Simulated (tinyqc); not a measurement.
Inside a calculation: donor near an oxide interface in a gate field (two-state model). Values are carried at full precision from step to step, so a last printed digit may differ when a step is redone from the rounded ones.

Interface at z = 0 (hard wall), donor at z = d, field F pulling electrons to the interface: potential e F z; 1 kV/cm = 1e-5 eV/angstrom, c = hbar^2/2m0, q = e^2/(4 pi eps0), Q = (eps - eo)/(eps + eo). Donor state: E_D = e F d - ED - q Q/(4 eps d), the last term joining the images of ion and electron. Interface state: z exp(-b z/2) exp(-rho^2/(2 L^2)) with E_z = c b^2/(4 mz) + 3 e F/b + q Q b/(8 eps), minimised over b; in the plane at z = 3/b the ion (distance D = d - 3/b) and its image (D' = d + 3/b) give E_rho = c/(mt L^2) - (q/eps)(sqrt(pi)/L)[erfcx(D/L) + Q erfcx(D'/L)], erfcx(x) = exp(x^2) erfc(x), minimised over L. E_I = E_z + E_rho.

Constants: hbar^2/2m0 = 3.80998211 eV angstrom^2; e^2/(4 pi eps0) = 14.39964547 eV angstrom.

Parameters, chosen for this exercise (near those of a donor in Si below SiO2, static dielectric constants; the results hold for these values, not for the real material):
- d = 140 angstrom (depth of the donor)
- ED = 53.7 meV (bulk binding energy)
- mz = 0.898 m0 (mass across the interface)
- mt = 0.191 m0 (mass in the plane)
- eps = 11.2 (dielectric constant of the semiconductor)
- eo = 3.9 (dielectric constant of the oxide)
- F = 67.6 kV/cm (field in the semiconductor)
- aD = 15.4 angstrom (donor radius)
- v = 0.6 (valley factor)

## The interface state across the interface

Solve c b/(2 mz) - 3 e F/b^2 + q Q/(8 eps) = 0; give Q, b, the three terms of E_z and <z> = 3/b.

Q = 0.4834
b = 0.08769 1/angstrom

kinetic, field and image terms (meV): [8.16, 23.13, 6.81]

<z> = 34.2 angstrom

The image pushes the electron away from the oxide; without it <z> would be 30.5 angstrom.

## Binding in the plane

Give D, D', the best L, both terms and E_rho.

D, D' (angstrom): [105.8, 174.2]

L = 101.4 angstrom

kinetic and Coulomb terms (meV): [1.94, -12.49]

E_rho = -10.55 meV

The bottom of the well lies at -15.7 meV, so the level is 33 % of the way up; L/D = 0.96. Above the critical field the ionised donor would thus still hold its electron as a dot at the interface.

## Where the electron sits

The two states couple by t = t0 exp(-D/aD) with t0 = q/(eps aD) (2 aD/L) sqrt(aD b/2) v, v a valley factor; this form is an estimate. With detuning u = E_D - E_I the splitting is sqrt(u^2 + 4 t^2) and the lower state has weight (1 - u/sqrt(u^2 + 4 t^2))/2 on the donor.

Give E_D, E_I, t, the splitting and the donor weight.

E_D, E_I (meV): [39.83, 27.54]

t = 0.0130 meV
splitting = 12.29 meV
donor weight = 0.000

The electron is at the interface; the contact hyperfine coupling scales with the donor weight. With this t, the tunnelling time pi hbar/(2t) at a crossing would be 79.6 ps (hbar = 6.58212e-16 eV s); here the detuning is 946 t.

## Critical field

Find F at which E_D = E_I; compare the rule e F d = ED. The crossing width is 4t/(e D), with t and D formed anew at that field.

critical field = 55.7 kV/cm
ED/(e d) = 38.4 kV/cm
width = 0.058 kV/cm

The confinement energy E_z = 33.9 meV raises the field needed and the attraction E_rho = -10.7 meV lowers it; the result is 1.45 times the simple rule.

## Checks

- E_z without images against 1.5 x 6^(2/3)/2 (c (e F)^2/mz)^(1/3), meV: both 30.88.
- E_rho from the radial equation in the full Coulomb well against the Gaussian trial function, meV: both -10.6.

(tinyqc, `OMP_NUM_THREADS=1 python tinyqc.py 1281427 1281428 out.jsonl`, Intel(R) Xeon(R) Processor @ 2.30GHz, 1 thread, shared host, about 0.1 s.)
